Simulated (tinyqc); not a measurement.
Active against total: solid solubility of a dopant against its melt (retrograde solidus), clustering and the electrically active fraction. Computed by tinyqc, a small Python program. Command: `OMP_NUM_THREADS=1 python tinyqc.py 3010949 3010950 out.jsonl retro walk`. One thread of a shared host (Intel(R) Xeon(R) Processor @ 2.30GHz), about 0.01 s of CPU time with the checks.

Inputs (values chosen for the exercise, for a model dopant):
```
quantity                                      value    unit
atoms per cluster m                               3       -
cluster scale N* at 1273 K                  5.8e+20  1/cm^3
activation energy E_b of the cluster scale     0.42      eV
anneal temperature T_a                         1250       K
```

Clustering: clusters of m atoms, electrons left out.

Constants: k_B = 8.617333262e-05 eV/K.

Method. A highly soluble donor (another dopant than that of the solidus) is limited by clustering. Donors N_a are active, and clusters hold m atoms each: N_t = N_a + m C, m C = N* (N_a/N*)^m, with N*(T) = N*(1273 K) exp[-(E_b/k_B)(1/T - 1/1273)].

Active density (1/cm^3):
```
N_t (1/cm^3)  N_a at T_a  fraction  N_a at T_a + 150 K  N_a at T_a - 150 K
1.00e+19      9.9966e+18   0.99966          9.9985e+18          9.9901e+18
3.00e+19      2.9908e+19   0.99695          2.9960e+19          2.9739e+19
1.00e+20      9.6887e+19   0.96887          9.8578e+19          9.2225e+19
2.00e+20      1.8003e+20   0.90015          1.8985e+20          1.5966e+20
5.00e+20      3.5144e+20   0.70288          4.0292e+20          2.8072e+20
1.00e+21      5.1968e+20   0.51968          6.2960e+20          3.9396e+20
2.00e+21      7.2041e+20   0.36020          9.0391e+20          5.2939e+20
5.00e+21      1.0490e+21   0.20981          1.3498e+21          7.5384e+20
```

What follows from these numbers?

The exponent d ln N_a/d ln N_t falls from 1.00 to 0.41, towards 1/m = 0.333. At the highest dose a 150 K hotter anneal gives 1.29 times the active density, and a later step 150 K cooler would cut it to 0.72 if it ran to equilibrium: short hot anneals come last. For ionised donors far above n_i the electrons enter the mass action too and halve the limiting exponent.

Extremes, crossings and ranges named in words are read from the listed rows.
